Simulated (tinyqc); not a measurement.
Static screening by free carriers: one step. A donor in the screened potential. Four cases, with inputs chosen for the exercise.

Task: Evaluate both terms at a = aD.

Donor in the screened potential -(e2/eps) exp(-qs r)/r with the trial function exp(-r/a): E(a) = c/(m a^2) - (e2/eps) 4/(a (2 + qs a)^2), e2 = e^2/(4 pi eps0), c = hbar^2/2m0; isotropic mass.

Constants: hbar^2/2m0 = 3.80998211 eV angstrom^2; e^2/(4 pi eps0) = 14.39964547 eV angstrom.

Case 1.

Values chosen (out of a larger set: near those of Ge; not measured data): aD = 27 angstrom (trial radius); m = 0.2186 m0 (mass of one isotropic valley); eps = 15.9 (background dielectric constant).

qs = 0.0335394 1/angstrom

Case 2.

Values chosen (out of a larger set: near those of Ge; not measured data): aD = 27.6 angstrom (trial radius); m = 0.2199 m0 (mass of one isotropic valley); eps = 16.1 (background dielectric constant).

qs = 0.0191662 1/angstrom

Case 3.

Values chosen (out of a larger set: near those of Si; not measured data): aD = 21.7 angstrom (trial radius); m = 0.3105 m0 (mass of one isotropic valley); eps = 11.6 (background dielectric constant).

qs = 0.0868343 1/angstrom

Case 4.

Values chosen (out of a larger set: near those of Si; not measured data): aD = 16.1 angstrom (trial radius); m = 0.3218 m0 (mass of one isotropic valley); eps = 11.5 (background dielectric constant).

qs = 0.0340834 1/angstrom

Give: kinetic term; potential term; E(aD); unscreened level -m Ry/eps^2 (Ry = 13.60569312 eV).

Result:

Case 1.

kinetic term = 23.908 meV
potential term = -15.892 meV
E(aD) = 8.016 meV
unscreened level -m Ry/eps^2 (Ry = 13.60569312 eV) = -11.765 meV

This trial radius gives no binding, nor does any radius up to 3 aB.

Case 2.

kinetic term = 22.745 meV
potential term = -20.267 meV
E(aD) = 2.478 meV
unscreened level -m Ry/eps^2 (Ry = 13.60569312 eV) = -11.542 meV

This trial radius gives no binding, but a = 52.4 angstrom does, with E = -1.25 meV.

Case 3.

kinetic term = 26.058 meV
potential term = -15.166 meV
E(aD) = 10.892 meV
unscreened level -m Ry/eps^2 (Ry = 13.60569312 eV) = -31.395 meV

This trial radius gives no binding, nor does any radius up to 3 aB.

Case 4.

kinetic term = 45.676 meV
potential term = -47.889 meV
E(aD) = -2.213 meV
unscreened level -m Ry/eps^2 (Ry = 13.60569312 eV) = -33.106 meV

This trial radius gives a bound state.

Computed by tinyqc, one run a case: `OMP_NUM_THREADS=1 python tinyqc.py N N+1 out.jsonl` with N = 1681239, 1681579, 1681833, 1682127; one thread of a shared Intel(R) Xeon(R) Processor @ 2.30GHz, about 0.01 s a run at most.
